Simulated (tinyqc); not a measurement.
Worked calculation: three-band tight binding of a dichalcogenide monolayer. Values are carried at full precision from step to step, so a last printed digit may differ when a step is redone from the rounded ones.

Basis dz2, dxy, dx2-y2 on a triangular lattice, nearest neighbours; alpha = kx a/2, beta = sqrt3 ky a/2. h0 = e1 + 2 t0 (cos 2alpha + 2 cos alpha cos beta); h1 = -2 sqrt3 t2 sin alpha sin beta + 2i t1 (sin 2alpha + sin alpha cos beta); h2 = 2 t2 (cos 2alpha - cos alpha cos beta) + 2i sqrt3 t1 cos alpha sin beta; h11 = e2 + 2 t11 cos 2alpha + (t11 + 3 t22) cos alpha cos beta; h22 = e2 + 2 t22 cos 2alpha + (3 t11 + t22) cos alpha cos beta; h12 = sqrt3 (t22 - t11) sin alpha sin beta + 4i t12 sin alpha (cos alpha - cos beta) + i lam sz. H = [[h0, h1, h2], [., h11, h12], [., ., h22]], Hermitian; the lowest band of each spin is filled. K = (4 pi/3a, 0), M = (pi/a, pi/(sqrt3 a)).

Values chosen for the exercise (near a published set for monolayer WS2; the results hold for these values, not for the real material):

| symbol | value | unit | meaning |
|---|---|---|---|
| a | 3.198 | angstrom | lattice constant |
| e1 | 1.143 | eV | level of dz2 |
| e2 | 2.277 | eV | level of dxy and dx2-y2 |
| t0 | -0.209 | eV | hopping |
| t1 | 0.579 | eV | hopping |
| t2 | 0.532 | eV | hopping |
| t11 | 0.282 | eV | hopping |
| t12 | 0.383 | eV | hopping |
| t22 | -0.061 | eV | hopping |
| lam | 0.206 | eV | spin-orbit constant |
| sz | 1 |  | spin |
| k | (0.14, 0.14) | 1/angstrom | wave vector |

## H at one k

Form alpha, beta and the matrix.

alpha, beta (rad): 0.22386  0.38774

H (eV), lower triangle (Hermitian):
```
                    z2               xy   x2-y2
z2              0.0116
xy     -0.1547-0.7393i           2.8748
x2-y2  -0.0013-0.7394i  -0.0499-0.2228i  2.8756
```

## Levels and weights

Diagonalise H.

levels (eV): -0.3471  2.8404  3.2687

weights:
```
       band 1  band 2  band 3
z2      0.896   0.037   0.066
xy      0.053   0.474   0.474
x2-y2   0.051   0.489   0.460
```

## Closed forms at K and Gamma

Three-band model of dz2 (level e1) and dxy, dx2-y2 (level e2), spin sz = +/-1; t1 and t2 drop out at these points. At K: e2 - (3/2)(t11 + t22) - 3 sqrt3 t12 + lam sz (valence), e1 - 3 t0 (conduction), e2 - (3/2)(t11 + t22) + 3 sqrt3 t12 - lam sz. At Gamma: e1 + 6 t0 (valence) and e2 + 3 (t11 + t22) -/+ lam.

Levels (eV):

| point | band 1 | band 2 | band 3 |
|---|---|---|---|
| K, spin up | 0.1614 | 1.7700 | 3.7296 |
| K, spin down | -0.2506 | 1.7700 | 4.1416 |
| Gamma | -0.1110 | 2.7340 | 3.1460 |

smallest direct gap at K = 1.6086 eV
Ev(K) - Ev(Gamma) = 0.2724 eV

Of the two points, the valence band is higher at K, by 272 meV. The dz2 conduction state at K has no atomic orbital angular momentum (Lz = 0) and is not split at this order.

## Bands for both spins

The two lowest bands at the points named.

Levels (eV):

| k | v, up | c, up | v, down | c, down |
|---|---|---|---|---|
| G | -0.1110 | 2.7340 | -0.1110 | 2.7340 |
| G-K 0.25 | -0.5953 | 2.8091 | -0.6355 | 2.9403 |
| G-K 0.5 | -0.9378 | 2.9580 | -1.0860 | 3.2189 |
| G-K 0.6 | -0.8582 | 3.1180 | -1.0525 | 3.2211 |
| G-K 0.75 | -0.5048 | 2.7345 | -0.7727 | 2.6135 |
| G-K 0.9 | -0.0052 | 1.9894 | -0.3714 | 1.9473 |
| K | 0.1614 | 1.7700 | -0.2506 | 1.7700 |
| K-M 0.5 | -0.3611 | 2.5135 | -0.6079 | 2.3962 |
| M | -0.6711 | 2.7253 | -0.6711 | 2.7253 |
| M-G 0.5 | -0.9443 | 2.8174 | -0.9443 | 2.8174 |

The spins are degenerate from M to Gamma, since a vertical mirror plane holds this line and flips sz, and the valence splitting is largest at K (412 meV). The lowest conduction level listed is at K. With nearest neighbours alone the model is made for the neighbourhood of K.

## Checks

- Closed forms at K against the matrix: they agree to 1e-10 or better.

Program tinyqc; command `OMP_NUM_THREADS=1 python tinyqc.py 1451195 1451196 out.jsonl`; about 0.01 s on one thread of a shared Intel(R) Xeon(R) Processor @ 2.30GHz.
